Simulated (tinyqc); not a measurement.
From results back to parameters: interface roughness in a thin film (subband fluctuation and scattering). Five cases, with inputs chosen for the exercise.

Problem. The screened mobility was computed from a hidden rms height D.

Gaussian roughness spectrum S(q) = pi D^2 Lc^2 exp(-q^2 Lc^2/4). Degenerate gas, taken to fill one subband (the second starts to fill once c kF^2/md exceeds E2 - E1, which is not tested here): kF = sqrt(2 pi Ns/gv), q = 2 kF sin(theta/2), 1/tau = (md/(2 pi c hbar)) G^2 times the integral from 0 to pi of S(q)(1 - cos theta)/eps(q)^2 dtheta, eps(q) = 1 + qs/q with screening (qs = gv md q0/(c eps), q0 = e^2/(4 pi eps0), form factors left out, which overstates the screening; other scattering is left out too, so these values lie far above measured mobilities in all but the thinnest films) or 1 without; mobility = tau c2/md with c2 = e/m0 = 1.75882e15 cm^2/(V s^2); 1e12/cm^2 = 1e-4/angstrom^2.

Constants: hbar^2/2m0 = 3.80998211 eV angstrom^2; hbar = 6.58211957e-16 eV s; e^2/(4 pi eps0) = 14.39964547 eV angstrom.

Find: mobility for D = 1 angstrom; D.

Method. The mobility goes as 1/D^2, so D is the square root of the ratio. One value fixes only D^2 times a function of Lc; a second density is needed to part the two.

Case 1.

Values chosen (near those of a thin Ge channel on (111), one valley; the results hold for these values, not for the real material): md = 0.082 m0 (mass in the plane); gv = 1 (valleys); Lc = 12 angstrom (correlation length); Ns = 2.8 x 1e12/cm^2 (sheet density); eps = 12.2 (mean dielectric constant at the channel).

G = |dE1/dt| = 1.6226 meV/angstrom
mobility = 371215 cm^2/(V s)

Solution.

mobility for D = 1 angstrom = 2.509e+06 cm^2/(V s)
D = 2.60 angstrom

Case 2.

Values chosen (near those of a thin Si channel on (100), two-fold valleys; the results hold for these values, not for the real material): md = 0.185 m0 (mass in the plane); gv = 2 (valleys); Lc = 14 angstrom (correlation length); Ns = 3 x 1e12/cm^2 (sheet density); eps = 7.5 (mean dielectric constant at the channel).

G = |dE1/dt| = 1.5440 meV/angstrom
mobility = 871780 cm^2/(V s)

Solution.

mobility for D = 1 angstrom = 4.219e+06 cm^2/(V s)
D = 2.20 angstrom

Case 3.

Values chosen (near those of a thin GaN channel; the results hold for these values, not for the real material): md = 0.195 m0 (mass in the plane); gv = 1 (valleys); Lc = 48 angstrom (correlation length); Ns = 2.8 x 1e12/cm^2 (sheet density); eps = 9.2 (mean dielectric constant at the channel).

G = |dE1/dt| = 7.9881 meV/angstrom
mobility = 10253.4 cm^2/(V s)

Solution.

mobility for D = 1 angstrom = 3.701e+04 cm^2/(V s)
D = 1.90 angstrom

Case 4.

Values chosen (near those of a thin Si channel on (100), two-fold valleys; the results hold for these values, not for the real material): md = 0.194 m0 (mass in the plane); gv = 2 (valleys); Lc = 42 angstrom (correlation length); Ns = 2 x 1e12/cm^2 (sheet density); eps = 7.8 (mean dielectric constant at the channel).

G = |dE1/dt| = 8.1033 meV/angstrom
mobility = 2965.70 cm^2/(V s)

Solution.

mobility for D = 1 angstrom = 4.511e+04 cm^2/(V s)
D = 3.90 angstrom

Case 5.

Values chosen (near those of a thin GaN channel; the results hold for these values, not for the real material): md = 0.206 m0 (mass in the plane); gv = 1 (valleys); Lc = 26 angstrom (correlation length); Ns = 9.1 x 1e12/cm^2 (sheet density); eps = 9.1 (mean dielectric constant at the channel).

G = |dE1/dt| = 1.9401 meV/angstrom
mobility = 250750 cm^2/(V s)

Solution.

mobility for D = 1 angstrom = 1.003e+06 cm^2/(V s)
D = 2.00 angstrom

Computed by tinyqc, one run a case: `OMP_NUM_THREADS=1 python tinyqc.py N N+1 out.jsonl` with N = 1281530, 1281552, 1281564, 1281605, 1281661; one thread of a shared Intel(R) Xeon(R) Processor @ 2.30GHz, about 0.01 s a run at most.
